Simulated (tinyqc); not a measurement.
Mass and g factor above the band edge: five-level k.p model folded onto the conduction band.

Second-order sums for the lowest conduction level at E: 1/m = 1 + Cm + (Ep/3)(2/E + 1/(E + Dso)) - (Ep2/3)(2/(E7 + D2 - E) + 1/(E7 - E)); g/2 = 1 + Cg - (Ep/3)(1/E - 1/(E + Dso)) - (Ep2/3)(1/(E7 - E) - 1/(E7 + D2 - E)). E is counted from the top of the valence band; E = Eg at the edge.

Values chosen for the exercise (near those of InP; the results hold for these values, not for the real material): Eg = 1.446 eV (gap at Gamma to the s-like level); Dso = 0.108 eV (spin-orbit splitting); Ep = 20.5 eV (Kane energy); E7 = 4.7 eV (upper Gamma7 conduction level, from the valence top); D2 = 0.07 eV (its spin-orbit splitting, Gamma8 above Gamma7); Ep2 = 3.8 eV (Kane energy to the upper levels); Cm = -1.4 (remote term in 1/m); Cg = 0 (remote term in g/2).

The sums are evaluated at E = Eg + dE, as is done for confined or hot electrons.

Results:
```
dE (meV),m(E),g(E),m(E)/m(Eg),1 + dE/Eg
0,0.0813,1.327,1.0000,1.0000
20,0.0826,1.344,1.0158,1.0138
50,0.0846,1.368,1.0398,1.0346
100,0.0878,1.405,1.0802,1.0692
150,0.0912,1.439,1.1213,1.1037
200,0.0946,1.470,1.1631,1.1383
300,0.1016,1.524,1.2489,1.2075
```

Over 300 meV the mass grows by 24.9 %, against 20.7 % for two levels alone, and g moves from 1.327 to 1.524, towards the free value 2.

Program tinyqc; command `OMP_NUM_THREADS=1 python tinyqc.py 1081403 1081404 out.jsonl`; about 0.01 s on one thread of a shared Intel(R) Xeon(R) Processor @ 2.30GHz.
